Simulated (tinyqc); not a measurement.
Configuration-coordinate model of a defect: Huang-Rhys factor and luminescence line shape: one step, computed by the program tinyqc.

Ground state E_g(Q) = (1/2) omega_g^2 Q^2; excited state E_e(Q) = E_0 + (1/2) omega_e^2 (Q - dQ)^2 with omega_e = omega_g and E_0 = E_ZPL. Q is mass-weighted; the dipole does not depend on Q (Condon approximation).

Question. Emission lines at zero temperature. From the lowest excited level the line to ground level n lies at E_ZPL - n hbar omega_g with Franck-Condon weight exp(-S) S^n/n!; the emitted intensity carries a further factor E^3. S = S_g; up to eleven lines, of positive energy only, from n = max(0, integer part of S - 5).

Inputs (values chosen for the exercise, for a model defect in a wide-gap host): zero-phonon energy E_ZPL = 2.48 eV; ground-state phonon hbar omega_g = 50.9 meV.

Modes: equal frequencies in both states.

S_g = 1.322108

Give: Lines.

Answer.

Lines:
```
n   energy (eV)    weight  intensity / largest
0        2.4800  2.67e-01             8.05e-01
1        2.4291  3.52e-01             1.00e+00
2        2.3782  2.33e-01             6.20e-01
3        2.3273  1.03e-01             2.56e-01
4        2.2764  3.39e-02             7.92e-02
5        2.2255  8.97e-03             1.96e-02
6        2.1746  1.98e-03             4.03e-03
7        2.1237  3.73e-04             7.08e-04
8        2.0728  6.17e-05             1.09e-04
9        2.0219  9.07e-06             1.48e-05
10       1.9710  1.20e-06             1.82e-06
```

The weight peaks at n = 1 and the intensity at n = 1.
